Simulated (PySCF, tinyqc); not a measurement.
Inside a calculation. Method: CIS on RHF in the sto-3g basis, frozen core, for BeH+, spin multiplicity 1. The lowest restricted solution is unstable here: a spin-polarised one lies 0.0066 hartree lower (PySCF). One step of it, computed by the program tinyqc.

Task: Integrals over molecular orbitals. (pq|rs) = sum C_ip C_jq C_kr C_ls (ij|kl), one index at a time.

coefficients C:
```
               MO1        MO2        MO3        MO4       MO5        MO6
1Be 1s    0.993004  -0.200291  -0.198850   0.000000  0.000000   0.100756
1Be 2s    0.026047   0.661481   0.733988   0.000000  0.000000  -0.457589
1Be 2px   0.000000   0.000000   0.000000   0.987868  0.155298   0.000000
1Be 2py   0.000000   0.000000   0.000000  -0.155298  0.987868   0.000000
1Be 2pz  -0.001985   0.255024  -0.583953   0.000000  0.000000  -0.876707
2H 1s    -0.002827   0.499040  -0.384261   0.000000  0.000000   0.940827
```

core Hamiltonian H = T + V (hartree):
```
            1Be 1s     1Be 2s    1Be 2px    1Be 2py    1Be 2pz      2H 1s
1Be 1s   -8.157555  -2.007631   0.000000   0.000000  -0.009736  -0.189483
1Be 2s   -2.007631  -2.388072   0.000000   0.000000  -0.097594  -0.641260
1Be 2px   0.000000   0.000000  -1.897272   0.000000   0.000000   0.000000
1Be 2py   0.000000   0.000000   0.000000  -1.897272   0.000000   0.000000
1Be 2pz  -0.009736  -0.097594   0.000000   0.000000  -1.965138  -0.762382
2H 1s    -0.189483  -0.641260   0.000000   0.000000  -0.762382  -1.627256
```

Two-electron integrals (ij|kl) in chemists' order, unique and non-zero (hartree):
```
(11|11) 2.298831   (21|11) 0.392036   (21|21) 0.079539   (22|11) 0.570988
(22|21) 0.143041   (22|22) 0.417683   (31|31) 0.014607   (32|31) 0.021888
(32|32) 0.092265   (33|11) 0.569578   (33|21) 0.143083   (33|22) 0.417589
(33|33) 0.449859   (41|41) 0.014607   (42|41) 0.021888   (42|42) 0.092265
(43|43) 0.024249   (44|11) 0.569578   (44|21) 0.143083   (44|22) 0.417589
(44|33) 0.401360   (44|44) 0.449859   (51|51) 0.014607   (52|51) 0.021888
(52|52) 0.092265   (53|53) 0.024249   (54|54) 0.024249   (55|11) 0.569578
(55|21) 0.143083   (55|22) 0.417589   (55|33) 0.401360   (55|44) 0.401360
(55|55) 0.449859   (61|11) 0.035816   (61|21) 0.007264   (61|22) 0.013188
(61|33) 0.013104   (61|44) 0.013104   (61|51) 0.000655   (61|52) 0.001236
(61|55) 0.013363   (61|61) 0.000696   (62|11) 0.116250   (62|21) 0.029706
(62|22) 0.098680   (62|33) 0.094627   (62|44) 0.094627   (62|51) 0.003802
(62|52) 0.026148   (62|55) 0.106688   (62|61) 0.003005   (62|62) 0.039866
(63|31) 0.002296   (63|32) 0.011678   (63|53) 0.004170   (63|63) 0.002973
(64|41) 0.002296   (64|42) 0.011678   (64|54) 0.004170   (64|64) 0.002973
(65|11) 0.136968   (65|21) 0.035335   (65|22) 0.122371   (65|33) 0.115321
(65|44) 0.115321   (65|51) 0.005988   (65|52) 0.040043   (65|55) 0.136337
(65|61) 0.003681   (65|62) 0.055276   (65|65) 0.078016   (66|11) 0.290101
(66|21) 0.075231   (66|22) 0.280798   (66|33) 0.262218   (66|44) 0.262218
(66|51) 0.009582   (66|52) 0.089377   (66|55) 0.317569   (66|61) 0.007665
(66|62) 0.153802   (66|65) 0.223340   (66|66) 0.774606
```

Give: one-electron integrals over orbitals h = C^T H C; Two-electron integrals over orbitals.

Result:

one-electron integrals over orbitals h = C^T H C (hartree):
```
         1        2        3        4        5        6
1  -8.1481   0.1735   0.1936   0.0000   0.0000  -0.0632
2   0.1735  -1.9847  -0.0724   0.0000   0.0000   0.2352
3   0.1936  -0.0724  -1.8614   0.0000   0.0000  -0.0986
4   0.0000   0.0000   0.0000  -1.8973   0.0000   0.0000
5   0.0000   0.0000   0.0000   0.0000  -1.8973   0.0000
6  -0.0632   0.2352  -0.0986   0.0000   0.0000  -1.6512
```

Two-electron integrals over orbitals (pq|rs), unique and non-zero (hartree); the lowest 1 orbital is frozen and left out:
```
(22|22) 0.4554    (32|22) -0.0654   (32|32) 0.0637    (33|22) 0.3273
(33|32) 0.0321    (33|33) 0.4255    (42|42) 0.0458    (43|42) 0.0347
(43|43) 0.0482    (44|22) 0.3483    (44|32) 0.0409    (44|33) 0.3817
(44|44) 0.4499    (52|52) 0.0458    (53|52) 0.0347    (53|53) 0.0482
(54|54) 0.0242    (55|22) 0.3483    (55|32) 0.0409    (55|33) 0.3817
(55|44) 0.4014    (55|55) 0.4499    (62|22) 0.0197    (62|32) -0.0560
(62|33) -0.0084   (62|44) -0.0692   (62|55) -0.0692   (62|62) 0.1174
(63|22) -0.0569   (63|32) 0.0598    (63|33) 0.0504    (63|44) 0.0371
(63|55) 0.0371    (63|62) -0.0610   (63|63) 0.0766    (64|42) -0.0253
(64|43) -0.0076   (64|64) 0.0222    (65|52) -0.0253   (65|53) -0.0076
(65|65) 0.0222    (66|22) 0.4619    (66|32) -0.0696   (66|33) 0.3552
(66|44) 0.3514    (66|55) 0.3514    (66|62) 0.0460    (66|63) -0.0602
(66|66) 0.4988
```
